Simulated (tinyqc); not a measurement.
# Mobility, diffusion coefficient and lifetime from two collectors

Inverse problem. For an injected sheet in a field F the peak time tp at distance L obeys u^2 tp^2 + 2 D tp = L^2 with u^2 = v^2 + 4 D/tau, and the pulse area goes as exp(L (v - u)/(2 D)); v = mu F. Find u, D, mu and tau without using the Einstein relation.

Values chosen for this exercise: sweep field along the drift F = 15 V/cm.

distances (um): [760, 1900]
peak times (us): [11.6557004, 29.5152578]
ratio of the areas, far over near = 0.132528344

Answer. The two peak times give two linear equations for u^2 and D; the area ratio gives v - u, and u^2 - v^2 = 4 D/tau gives tau.

u = 6.38e3 cm/s
D = 10.4 cm^2/s
mu = 401 cm^2/(V s)
tau = 9.10e-6 s

Program tinyqc, `OMP_NUM_THREADS=1 python tinyqc.py 2310101 2310102 out.jsonl`; Intel Xeon 2.30GHz, shared host, one thread, about 0.01 s.
